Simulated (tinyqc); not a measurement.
Two regimes over temperature: microkinetic model of low-temperature epitaxy from hydride gases: adsorption, hydrogen desorption and rate control. Computed by tinyqc, a small Python program. Command: `OMP_NUM_THREADS=1 python tinyqc.py 3027004 3027005 out.jsonl hepi walk`. One thread of a shared host (Intel(R) Xeon(R) Processor @ 2.30GHz), about 0.01 s of CPU time with the checks.

Each hydride molecule needs two free sites and leaves four hydrogen atoms, of which two leave at once as H2; theta is the hydrogen coverage, the site density is 6.78 per nm^2 and one layer is 1.358 angstrom thick.

Inputs (values chosen for the exercise, close to those used for silane on Si(001)): silane pressure p_S = 4.3 Pa; sticking prefactor of silane s0 = 0.01; adsorption barrier E_s = 0.26 eV; desorption prefactor nu_d = 4.9e+11 1/s; desorption energy on silicon E_d = 2.04 eV; hydrogen carrier pressure p_H = 0 Pa; sticking of hydrogen s_H = 6.5e-07.

Film: silicon. Order of hydrogen desorption: first.

Constants: k_B = 8.617333262e-05 eV/K; u = 1.6605390666e-27 kg; k_B = 1.380649e-23 J/K.

Method:
- Flux per site F = p/(sqrt(2 pi M k_B T) x 6.78e18 per m^2), M = 32.12 u (silane), 2.016 u (hydrogen); s = s0 exp(-E_s/(k_B T)); k_S = s F_S = k; k_H = s_H F_H; k_d = nu_d exp(-E_d/(k_B T)).
- With k the hydride and k_H the hydrogen adsorption rate on free pairs and k_d the desorption rate, steady state: 2 (k + k_H)(1 - theta)^2 = k_d theta; growth rate R = k (1 - theta)^2 layers/s; 1 layer/s = 8.148 nm/min.
- Temperatures in kelvin are T(C) + 273.15.
- Limits: desorption-limited R = k_d k/(2 (k + k_H)), adsorption-limited R = k.

Growth:
```
T (C)    theta  G (nm/min)  desorption limit (nm/min)  adsorption limit (nm/min)
400    0.98997  1.0535e-03                 1.0642e-03                     10.471
450    0.97079  1.1754e-02                 1.2107e-02                     13.773
500    0.92690  9.3220e-02                 1.0057e-01                     17.446
550    0.84080  5.4313e-01                 6.4597e-01                     21.431
600    0.69803  2.3405e+00                 3.3530e+00                     25.668
650    0.50550  7.3606e+00                 1.4561e+01                     30.101
700    0.30662  1.6673e+01                 5.4376e+01                     34.678
750    0.15675  2.7983e+01                 1.7852e+02                     39.353
800    0.07231  3.7940e+01                 5.2465e+02                     44.085
850    0.03263  4.5703e+01                 1.4008e+03                     48.838
```

What does the comparison show, and why?

The apparent activation energy of G is 2.02 eV between the first rows and 0.39 eV between the last; full hydrogen cover gives a value near the desorption energy (plus E_s where k_H far exceeds k), a bare surface one near E_s less k_B T/2 from the flux. The coverage passes one half between 650 and 700 C, the knee of the Arrhenius plot.

Extremes, crossings and ranges named in words are read from the listed rows.
